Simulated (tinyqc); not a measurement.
MOSFET in saturation, small-signal circuit and noise: effect of the finger width on speed and noise.

Bias by the inversion coefficient IC = I/Ispec (charge-based model with velocity saturation; weak inversion below 0.1, strong above 10). Common-source circuit: gm, gds, Cgs, Cgd and Cj at the inner nodes, Rg in series with the gate; quasi-static, no source or drain resistance, no gate-body capacitance, no substrate network, no induced gate noise, so fmax is an upper estimate.

Ispec = 2 n mu Cox (W/L) Vt^2, lc = Ls/L, gms = [sqrt((lc IC + 1)^2 + 4 IC) - 1]/[2 + lc (lc IC + 1)], gm = gms Ispec/(n Vt), gds = sg gm. qs = [sqrt(1 + 4 IC) - 1]/2, Cgs = Cox W L qs (2 qs + 3)/(3 (qs + 1)^2) + Cov W, Cgd = Cov W, Cd = Cj W, Rg = Rsh (Wf/L)/(12 Nf) + Rc/W with Nf = W/Wf fingers (not rounded) contacted at both ends. fT = gm/(2 pi (Cgs + Cgd)), fmax = fT/(2 sqrt(Rg (gds + 2 pi fT Cgd))). Channel noise Sid = 4 kB T gam n gm with gam = (1/2 + (2/3) qs)/(1 + qs) + gw lc IC, qs = [sqrt(1 + 4 IC) - 1]/2, lc = Ls/L (the last term an empirical rise with velocity saturation); at the gate, white noise Sw = Sid/gm^2 + 4 kB T Rg. Number fluctuation with correlated mobility: S(f) = K/f, K = q^2 Vt lt Nt/(W L Cox^2) (1 + ac mu Cox I/gm)^2, Vt in eV with Nt per eV. Corner fc = K/Sw. IC is held fixed.

Values chosen for this exercise: temperature T = 300 K; gate length L = 40 nm; total gate width W = 5 um; gate capacitance Cox = 1.9 uF/cm^2; mobility mu = 210 cm^2/(V s); slope factor n = 1.3; velocity-saturation length Ls = 25 nm; ratio gds/gm sg = 0.13; overlap and fringe capacitance per side Cov = 0.34 fF/um; drain junction capacitance Cj = 0.87 fF/um; sheet resistance of the gate Rsh = 20 ohm; gate contact and vertical resistance Rc = 200 ohm um; inversion coefficient IC = 17; short-channel excess of the noise factor gw = 0.09; oxide trap density Nt = 5.5e17 cm^-3 eV^-1; tunnelling length into the oxide lt = 0.1 nm; Coulomb scattering coefficient ac = 10000 V s/C.

Constants: q = 1.602176634e-19 C, kB = 1.380649e-23 J/K, Vt = kB T/q. Results are converted to the units shown.

The same in every row: I (uA) = 1473; fT (GHz) = 104.8.

Result of one run:
```
Wf (um)  Rg (ohm)  fmax (GHz)  sqrt(Sw) (nV/Hz^0.5)  fc (MHz)
4           173.3       99.52                 3.484     280.2
```

What becomes of these results when the finger width Wf is changed from 4 to 8 um, all else the same?

Result of the changed run:
```
Wf (um)  Rg (ohm)  fmax (GHz)  sqrt(Sw) (nV/Hz^0.5)  fc (MHz)
8           573.3       54.72                 4.332     181.2
```

The whole series:
```
Wf (um)  Rg (ohm)  fmax (GHz)  sqrt(Sw) (nV/Hz^0.5)  fc (MHz)
0.25        40.52       205.8                 3.153     342.2
0.5         42.08       202.0                 3.157     341.3
1           48.33       188.5                 3.173     337.8
2           73.33       153.0                 3.238     324.4
4           173.3       99.52                 3.484     280.2
8           573.3       54.72                 4.332     181.2
```

As Wf goes from 0.25 to 8 um, fT stays at 105 GHz, fmax falls from 206 to 54.7 GHz, the white noise rises from 3.15 to 4.33 nV/Hz^0.5 and the corner falls from 342 to 181 MHz. The finger width leaves fT alone and acts through Rg, whose sheet part goes as Wf^2.

Program tinyqc, `OMP_NUM_THREADS=1 python tinyqc.py 2150125 2150126 out.jsonl`; Intel Xeon 2.30GHz, shared host, one thread, about 0.01 s.
